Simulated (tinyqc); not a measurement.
From results back to parameters: shallow donor in effective-mass theory, with valley-orbit splitting. Two cases, with inputs chosen for the exercise.

Problem. Without strain the levels are A1 = E0 - D0 - 4 D1 - D2, T2 = E0 - D0 + D2 and E = E0 - D0 + 2 D1 - D2. They were computed from hidden D0, D1 and D2.

Case 1.

Values chosen (out of a larger set: near those of a group-V donor in Si; not measured data): E0 = -30.7 meV (single-valley level).

A1, T2, E (meV): -45.110  -33.250  -31.850

Case 2.

Values chosen (out of a larger set: near those of a group-V donor in Si; not measured data): E0 = -30.9 meV (single-valley level).

A1, T2, E (meV): -53.670  -32.630  -31.350

Find: D1; D2; D0.

Solution. E - A1 = 6 D1, T2 - E = 2 D2 - 2 D1, and the mean (A1 + 3 T2 + 2 E)/6 is E0 - D0.

Case 1.

D1 = 2.21 meV
D2 = 1.51 meV
D0 = 4.06 meV

Case 2.

D1 = 3.72 meV
D2 = 3.08 meV
D0 = 4.81 meV

Computed by tinyqc, one run a case: `OMP_NUM_THREADS=1 python tinyqc.py N N+1 out.jsonl` with N = 1250805, 1250943; one thread of a shared Intel(R) Xeon(R) Processor @ 2.30GHz, about 0.01 s a run at most.
